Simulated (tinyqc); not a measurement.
Vacuum evaporation: vapour pressure, source flux, thickness distribution, purity and step coverage: one step, computed by the program tinyqc.

Molecular flow, unit sticking of the metal, no re-evaporation. The background gas is taken as water vapour (18.015 g/mol, collision diameter 0.37 nm) at 300 K.

Task: Rate and uniformity on a fixed wafer above the source. A small source emits (n + 1) Phi area cos^n(phi)/(2 pi) per solid angle; on a parallel plane at height h and lateral distance l the arrival rate is (n + 1) Phi area/(2 pi h^2) x (1 + (l/h)^2)^(-(n + 3)/2). Growth rate = arrival rate x m/rho, m = M u. The wafer is fixed and centred above the source.

Inputs (values chosen for the exercise, modelled on gallium, with constants for the liquid):

| quantity | value | unit |
|---|---|---|
| molar mass M | 69.72 | g/mol |
| film density rho | 5.91 | g/cm^3 |
| source temperature T | 1270 | K |
| source area | 0.34 | cm^2 |
| directionality n | 1 | - |
| source-to-wafer distance h | 53 | cm |
| wafer radius R | 2.5 | cm |

flux Phi = 4.400898e+17 1/(cm^2 s)

Constants: u = 1.6605390666e-27 kg.

Give: arrival rate at the centre; growth rate at the centre; edge over centre; non-uniformity (max - min)/(max + min); share of the material that lands on the wafer, 1 - (1 + (R/h)^2)^(-(n + 1)/2).

Result:

arrival rate at the centre = 1.6956e+13 1/(cm^2 s)

growth rate at the centre = 0.0033215 nm/s

edge over centre = 0.99556

non-uniformity (max - min)/(max + min) = 0.22225 %

share of the material that lands on the wafer, 1 - (1 + (R/h)^2)^(-(n + 1)/2) = 0.22201 %
